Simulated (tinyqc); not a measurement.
Metal gate on a two-layer dielectric stack with fixed charge and a dipole: one step of the calculation.

Gate, layer 2, layer 1, p-type semiconductor; x runs from the gate inwards. Charges are counted in units of +q. psi is the band bending at the surface, positive towards inversion. Classical charge, Boltzmann statistics, no interface traps.

Question. Charge in the semiconductor. ni = sqrt(Nc Nv) exp(-Eg/(2 Vt)), Eg in volts. Qs = -sign(psi) sqrt(2 q eps0 eps_r Na Vt [exp(-u) + u - 1 + (ni/Na)^2 (exp(u) - u - 1)]), u = psi/Vt.

Values chosen for this exercise; band and dielectric values close to those of 4H silicon carbide, layer 1 close to silicon nitride, layer 2 close to zirconium oxide:
```
symbol,value,unit,meaning
T,300,K,temperature
Eg,3.32,eV,band gap
eps_r,9.55,,relative permittivity
Nc,1.67e19,cm^-3,conduction-band density of states at T
Nv,2.49e19,cm^-3,valence-band density of states at T
Na,1.3e18,cm^-3,acceptor density
ps,3.304,V,band bending psi of the working point
```

Constants: q = 1.602176634e-19 C, kB = 1.380649e-23 J/K, Vt = kB T/q, eps0 = 8.8541878128e-14 F/cm where lengths are in cm. Results are converted to the units shown.

Give: Qs.

Answer.

Qs = -1.5367 uC/cm^2

The surface is in strong inversion: psi exceeds 2 Vt ln(Na/ni) = 3.18 V.

Program tinyqc, `OMP_NUM_THREADS=1 python tinyqc.py 2010082 2010083 out.jsonl`; Intel Xeon 2.30GHz, shared host, one thread, about 0.01 s.
